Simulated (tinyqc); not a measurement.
# On-chip interconnect, size-dependent resistivity and RC delay: what changes with what

A rectangular line between two neighbours and two ground planes. Surface and grain-boundary scattering are added to the bulk resistivity as corrections; capacitances are parallel-plate values without fringing; inductance is ignored.

Inputs (values chosen for the exercise); metal values close to those of aluminium:
```
symbol,value,unit,meaning
rho0,2.68,uohm cm,bulk resistivity
lam,18.9,nm,bulk mean free path
ps,0.3,,specular share of surface scattering
Rg,0.36,,reflection coefficient of grain boundaries
gr,0.7,,grain size over the metal width
wd,15,nm,drawn line width
AR,1.9,,"aspect ratio, height over width"
tl,2.2,nm,"liner on both walls and the bottom, not conducting"
sp,22,nm,space to the neighbouring lines
hd,27,nm,dielectric height to the planes above and below
ek,3.9,,relative permittivity of the dielectric
Mf,0,,Miller factor of the neighbours
Lw,22,um,line length
Rd,11000,ohm,driver resistance
Cl,1.8,fF,load capacitance
rho2,1.69,uohm cm,bulk resistivity of the second metal (close to copper)
lam2,40.3,nm,mean free path of the second metal
tl2,1.6,nm,liner of the second metal
```

Constants: eps0 = 8.8541878128e-12 F/m. Results are converted to the units shown.

Each table varies one quantity; the others keep the values above.

## Delay against the liner thickness

Metal width x = wd - 2 tl, height y = AR wd - tl; grain boundaries (Mayadas-Shatzkes): al = (lam/(gr x)) Rg/(1 - Rg), g = 1/[1 - 3 al/2 + 3 al^2 - 3 al^3 ln(1 + 1/al)] - 1; surfaces (Fuchs-Sondheimer, thick limit): s = (3/8) lam (1 - ps)(1/x + 1/y); rho = rho0 (1 + g + s); r = rho/(x y); c = eps0 ek (2 wd/hd + 2 Mf AR wd/sp). Elmore delay tE = Rd (c Lw + Cl) + r Lw (c Lw/2 + Cl); t50 is the time at which the far end of a ladder of 30 pi sections (half capacitances at both ends, Cl at the far end, a step applied through Rd) reaches half the step; line share r Lw/(Rd + r Lw); estimate 0.69 Rd (c Lw + Cl) + 0.38 r c Lw^2 + 0.69 r Lw Cl.

The same in every row: c (fF/um) = 0.03837.

Delay against the liner thickness:
```
tl (nm)  rho (uohm cm)  r (ohm/um)  tE (ps)  t50 (ps)  estimate (ps)  line share of the resistance (%)
0                7.771       181.8    37.97     26.69          26.32                             26.66
0.6              8.175       212.3    39.47     27.78          27.37                             29.81
1.1              8.569       244.3    41.03     28.92          28.47                             32.83
1.7              9.130       293.7    43.44     30.67          30.17                             37.00
2.3              9.817       360.3    46.70     33.04          32.46                             41.88
2.9              10.68       453.5    51.25     36.33          35.66                             47.56
3.4              11.59       563.1    56.61     40.20          39.43                             52.97
4                13.02       759.2    66.20     47.10          46.17                             60.29
```

As tl goes from 0 to 4, r rises from 182 to 759 ohm/um, c stays at 0.0384 fF/um and t50 rises from 26.7 to 47.1 ps. t50/tE lies between 0.703 and 0.712, and the estimate is within 2.0 % of t50.

## Two metals against line width

Metal width x = wd - 2 tl, height y = AR wd - tl; grain boundaries (Mayadas-Shatzkes): al = (lam/(gr x)) Rg/(1 - Rg), g = 1/[1 - 3 al/2 + 3 al^2 - 3 al^3 ln(1 + 1/al)] - 1; surfaces (Fuchs-Sondheimer, thick limit): s = (3/8) lam (1 - ps)(1/x + 1/y); rho = rho0 (1 + g + s); r = rho/(x y). The second metal has rho2, lam2 and tl2 in place of rho0, lam and tl; ps, Rg, gr and AR are shared.

Two metals against line width:
```
wd (nm)  rho, first (uohm cm)  rho, second (uohm cm)  r, first (ohm/um)  r, second (ohm/um)  ratio second/first
6.5                     36.33                  30.99            1.704e4                8736              0.5125
8                       22.63                  22.04               4835                3376              0.6981
10                      15.69                  16.18               1667                1367              0.8201
13                      11.27                  11.83              582.2               522.6              0.8977
17                      8.610                  8.948              227.0               211.2              0.9303
22                      6.968                  7.054              99.98               93.34              0.9336
30                      5.660                  5.482              40.35               36.92              0.9152
45                      4.583                  4.145              13.55               11.82              0.8723
70                      3.871                  3.243              4.512               3.694              0.8188
120                     3.364                  2.589              1.289              0.9790              0.7596
```

The resistivity of the first metal falls from 36.3 to 3.36 uohm cm and that of the second goes from 31.0 to 2.59 uohm cm as the line widens. The products rho0 lam, which set the size effect, are 50.7 and 68.1 uohm cm nm. The second metal has the lower resistance in every row. For widths well under the mean free path the thick-limit surface term is only a guide.

Range of the model: The metal width is under the mean free path, where the thick-limit surface term and the simple sum of corrections lose accuracy.

tinyqc, about 0.01 s, one thread, Intel Xeon 2.30GHz (shared host): `OMP_NUM_THREADS=1 python tinyqc.py 2100107 2100108 out.jsonl`
